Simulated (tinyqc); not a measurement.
Inside a calculation. Model: Cahn-Hilliard equation on a periodic one-dimensional grid. Computed by tinyqc, a small Python program that keeps every step. Command: `OMP_NUM_THREADS=1 python tinyqc.py 3018709 3018710 out.jsonl cahn walk`. One thread of a shared host (Intel(R) Xeon(R) Processor @ 2.30GHz), about 0.07 s of CPU time with the checks. Intermediate numbers are printed to about 7 digits and carried at full precision; extremes and crossings named in words are read from the listed rows.

Free energy F = h sum_j [A (c_j^2 - 1)^2/4 + (kappa/2) ((c_(j+1) - c_j)/h)^2]; dc/dt = Lap(mu), mu = A (c^3 - c) - kappa Lap(c), Lap(y)_j = (y_(j+1) - 2 y_j + y_(j-1))/h^2, mobility 1; the grid has n = 12 points.

Inputs (values chosen for the exercise, in reduced units):

| quantity | value | unit |
|---|---|---|
| spacing h | 1.1 | - |
| well depth A | 1.3 | - |
| gradient coefficient kappa | 0.85 | - |
| mean composition c0 | 0.044 | - |
| noise amplitude | 0.05 | - |
| time step dt | 0.076 | - |
| end time | 100 | - |

Scheme: explicit Euler.

## Linear stability

f'' = A (3 c0^2 - 1). Mode m has lambda_m = (4/h^2) sin^2(pi m/n) and the rate w_m = -lambda_m (f'' + kappa lambda_m). In the continuum the fastest wavelength is 2 pi sqrt(2 kappa/|f''|) with the rate f''^2/(4 kappa). Explicit steps near c = +-1, where f'' = 2A, are stable for dt < 2/(16 kappa/h^4 + 8 A/h^2).

f'' = -1.292450

Modes of the grid:

| m | lambda_m | w_m |
|---|---|---|
| 1 | 0.221446 | 0.244525 |
| 2 | 0.826446 | 0.487579 |
| 3 | 1.652893 | -0.185965 |
| 4 | 2.479339 | -2.020632 |
| 5 | 3.084340 | -4.099824 |
| 6 | 3.305785 | -5.016422 |

fastest wavelength = 7.206054

largest rate = 0.4913018

explicit limit of dt = 0.1118317

2 mode(s) grow; the fastest on the grid is m = 2, while the box holds 1.83 fastest wavelengths. dt is 0.68 of the explicit limit.

## The first step

random numbers: 0.669  0.544  -0.608  0.437  0.907  -0.299  -0.561  0.983  -0.926  -0.628  -0.855  0.081

Start: c_j = c0 + amplitude x (z_j - mean of z). c(new) = c + dt Lap(mu).

c at the start: 0.07851667  0.07226667  0.01466667  0.06691667  0.09041667  0.03011667  0.01701667  0.09421667  -0.00123333  0.01366667  0.00231667  0.04911667

mu at the start: -0.07639902  -0.05738372  -0.09622992  -0.06640585  -0.05771297  -0.07227318  -0.08554915  -0.00011137  -0.07591526  0.00067673  -0.04386082  -0.05147449

c after one step: 0.08127652  0.06863239  0.01897984  0.06558942  0.08895614  0.03019733  0.02321687  0.08408909  0.00833864  0.00605853  0.00463585  0.04802937

F at the start = 4.274851

F after one step = 4.273380

## The run

Run to the end time; break off if |c| exceeds 3 or F has risen by more than 1e-9 in more than 30 steps. Domains = stretches with c > c0.

Course:

| step | t | F | min c | max c | domains |
|---|---|---|---|---|---|
| 0 | 0.000 | 4.274851 | -0.0012333 | 0.0942167 | 3 |
| 26 | 1.976 | 4.266807 | -0.0365743 | 0.1014115 | 1 |
| 66 | 5.016 | 4.211458 | -0.1833744 | 0.2135595 | 2 |
| 132 | 10.032 | 3.633444 | -0.7472940 | 0.7087716 | 2 |
| 197 | 14.972 | 3.603595 | -0.8320173 | 0.7745334 | 2 |
| 263 | 19.988 | 3.593270 | -0.8428894 | 0.7668732 | 2 |
| 395 | 30.020 | 3.494677 | -0.8651727 | 0.7582610 | 2 |
| 526 | 39.976 | 2.119029 | -0.8915726 | 0.7915100 | 1 |
| 724 | 55.024 | 1.894023 | -0.9707043 | 0.9931045 | 1 |
| 921 | 69.996 | 1.890383 | -0.9668353 | 0.9938915 | 1 |
| 1119 | 85.044 | 1.889855 | -0.9654287 | 0.9934636 | 1 |
| 1316 | 100.016 | 1.889788 | -0.9649443 | 0.9932176 | 1 |

c at the end: 0.6143219  0.9326350  0.9928918  0.9932176  0.9342245  0.6202559  -0.4354373  -0.8736892  -0.9644228  -0.9649443  -0.8763401  -0.4447130

F at the end = 1.889788

steps in which F rose = 0

F never rises by more than 1e-9 in a step. The count of domains goes from 3 in the noise to 1 at the end, and c spans -0.965 to 0.993.

## Interfaces

Continuum wall between c = -1 and +1: c = tanh(x/w), w = sqrt(2 kappa/A), energy s = (2/3) sqrt(2 kappa A). With two walls per domain, the estimate of F at the end is 2 x domains x s. Volume fraction of the +1 phase by the lever rule: (1 + c0)/2.

wall half width w = 1.143544

wall energy s = 0.9910712

estimate of F = 1.982142

volume fraction = 0.522

w/h = 1.039585

The run ends at F = 1.8898, 0.95 of the estimate: the walls are well formed.

Checks made by the program: conservation of the mean (relative difference below 1e-10).
